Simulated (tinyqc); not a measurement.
## Convergence with the mesh in the empty well

In an empty well of width L and depth Vb, level k solves kw L/2 = (k - 1) pi/2 + arctan(sqrt((mw/mb)(Vb - E)/E)) with kw = sqrt(mw E/C), C = hbar^2/(2 m0). Mesh: N intervals across the well, hz = L/N, nodes at (i + 1/2) hz from an edge, mass (mw + mb)/2 on the interval that holds an interface, walls 3 L outside the edges; H_ii = C (1/m_(i-1/2) + 1/m_(i+1/2))/hz^2 + V_i, H_(i,i+1) = -C/(m_(i+1/2) hz^2). No field, no charge.

Inputs (values chosen for the exercise); material values close to those of GaN in AlGaN: mass along z in the well mw = 0.196 m0; mass along z in the barriers mb = 0.256 m0; barrier height Vb = 0.403 eV; well width L = 25.3 nm.

Constants: q = 1.602176634e-19 C, hbar = 1.054571817e-34 J s, m0 = 9.1093837015e-31 kg, hbar^2/(2 m0) = 0.0380998212 eV nm^2. Results are converted to the units shown.

The same in every row: exact E1 (meV) = 2.654.

Convergence with the mesh in the empty well:
```
N    E1 on the mesh (meV)  error (%)
4                   1.657      -37.6
8                   2.157      -18.7
16                  2.459      -7.34
32                  2.593      -2.29
64                  2.637     -0.619
128                 2.649     -0.158
```

What does the comparison show?

The error goes from -38 % to -0.16 %; between N = 32 and 64 it shrinks by a factor of 3.7, the 4 of a second-order scheme.

Program tinyqc, `OMP_NUM_THREADS=1 python tinyqc.py 2140069 2140070 out.jsonl`; Intel Xeon 2.30GHz, shared host, one thread, about 0.5 s.
